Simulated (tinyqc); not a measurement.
What each parameter does: six-band Luttinger-Kohn model with strain.

Six-band Luttinger-Kohn model in the basis |3/2,3/2>, |3/2,1/2>, |3/2,-1/2>, |3/2,-3/2>, |1/2,1/2>, |1/2,-1/2>, electron energies, zero at the top of the unstrained valence band. H = -[rows: (P+Q, -S, R, 0, -S/r2, r2 R); (-S*, P-Q, 0, R, -r2 Q, r32 S); (R*, 0, P-Q, S, r32 S*, r2 Q); (0, R*, S*, P+Q, -r2 R*, -S*/r2); (-S*/r2, -r2 Q, r32 S, -r2 R, P+Dso, 0); (r2 R*, r32 S*, r2 Q, -S/r2, 0, P+Dso)], r2 = sqrt(2), r32 = sqrt(3/2). Levels are twofold.

P = c g1 k^2 - av tr(e); Q = c g2 (kx^2 + ky^2 - 2 kz^2) - (b/2)(exx + eyy - 2 ezz); R = c sqrt3 [-g2 (kx^2 - ky^2) + 2i g3 kx ky] + (sqrt3/2) b (exx - eyy) - i d exy; S = 2 c sqrt3 g3 (kx - i ky) kz - d (exz - i eyz); c = hbar^2/2m0, e the strain tensor (not engineering shear).

s11 = (C11 + C12)/((C11 - C12)(C11 + 2 C12)), s12 = -C12/((C11 - C12)(C11 + 2 C12)), s44 = 1/C44; exx = s11 sxx + s12 (syy + szz) and cyclic, exy = s44 sxy/2; tension is positive. A uniaxial stress X along the unit vector n is s_ij = X n_i n_j.

Constants: hbar^2/2m0 = 3.80998211 eV angstrom^2.

Values chosen for the exercise (near those of Si; the results hold for these values, not for the real material):

| symbol | value | unit | meaning |
|---|---|---|---|
| Dso | 0.043 | eV | spin-orbit splitting |
| g1 | 4.28 |  | Luttinger gamma1 |
| g2 | 0.34 |  | gamma2 |
| g3 | 1.44 |  | gamma3 |
| av | 2.5 | eV | valence hydrostatic potential |
| b | -2.09 | eV | tetragonal shear potential |
| d | -4.66 | eV | trigonal shear potential |
| C11 | 166.7 | GPa |  |
| C12 | 62.4 | GPa |  |
| C44 | 78.7 | GPa |  |
| load | uniaxial [110] |  | kind of stress |
| X | 2.32 | GPa | stress |

Edges at k = 0 under a uniaxial [110] stress X and the curvature mass of the top pair along [100] (step 0.0002 1/angstrom).

One parameter was then changed.

Results before and after:

| case | top (eV) | second (eV) | third (eV) | mass (m0) |
|---|---|---|---|---|
| base | 0.0622 | 0.0352 | -0.0808 | 0.255 |
| changed | 0.0646 | 0.0328 | -0.0854 | 0.263 |

Which of these changes was made? (a) X = 2.784 GPa; (b) C12 = 74.88 GPa; (c) Dso = 0.034 eV; (d) C11 = 133.36 GPa; (e) C44 = 62.96 GPa; (f) av = 3 eV; (g) d = -3.728 eV.

Answer: (b) C12 = 74.88 GPa. Of the candidates, run in turn, only this one gives the changed row.

All candidates:

| case | top (eV) | second (eV) | third (eV) | mass (m0) |
|---|---|---|---|---|
| base | 0.0622 | 0.0352 | -0.0808 | 0.255 |
| d = -3.728 eV | 0.0595 | 0.0268 | -0.0696 | 0.265 |
| C44 = 62.96 GPa | 0.0689 | 0.0429 | -0.0951 | 0.238 |
| av = 3 eV | 0.0662 | 0.0392 | -0.0768 | 0.255 |
| C11 = 133.36 GPa | 0.0814 | 0.0318 | -0.0888 | 0.272 |
| Dso = 0.034 eV | 0.0625 | 0.0396 | -0.0764 | 0.257 |
| X = 2.784 GPa | 0.0749 | 0.0465 | -0.0927 | 0.257 |
| C12 = 74.88 GPa | 0.0646 | 0.0328 | -0.0854 | 0.263 |

The Luttinger parameters multiply k^2 and cannot move the edges; av shifts all edges alike and leaves the mass.

Run: tinyqc, `OMP_NUM_THREADS=1 python tinyqc.py 1080205 1080206 out.jsonl`; Intel(R) Xeon(R) Processor @ 2.30GHz, one thread, shared host; about 0.04 s of CPU time with all checks.
